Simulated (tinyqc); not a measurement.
Koster-Slater impurity in a tight-binding band, by Green functions and by supercells: one step, computed by the program tinyqc.

One orbital per site, e(k) = -2 t sum cos(k_i) over 3 direction(s), band from -6 t to 6 t, lattice constant 1. One site has the extra energy U. Spin is left out.

Question. The supercell Hamiltonian at Gamma. H_ij = -t for each bond from i to j, images included (two bonds add when N = 2); H_11 = U; sites are numbered with the last coordinate running fastest. Diagonalise.

Inputs (values chosen for the exercise, for a model band): hopping t = 0.87 eV; impurity potential U = 4.23 eV; supercell edge N = 2 sites.

Lattice: simple cubic.

Give: H; levels.

Answer.

H (eV), lower triangle (symmetric):
```
,1,2,3,4,5,6,7,8
1,4.23
2,-1.74,0.00
3,-1.74,0.00,0.00
4,0.00,-1.74,-1.74,0.00
5,-1.74,0.00,0.00,0.00,0.00
6,0.00,-1.74,0.00,0.00,-1.74,0.00
7,0.00,0.00,-1.74,0.00,-1.74,0.00,0.00
8,0.00,0.00,0.00,-1.74,0.00,-1.74,-1.74,0.00
```

levels (eV): [-4.924, -1.740, -1.740, -0.753, 1.740, 1.740, 3.444, 6.463]
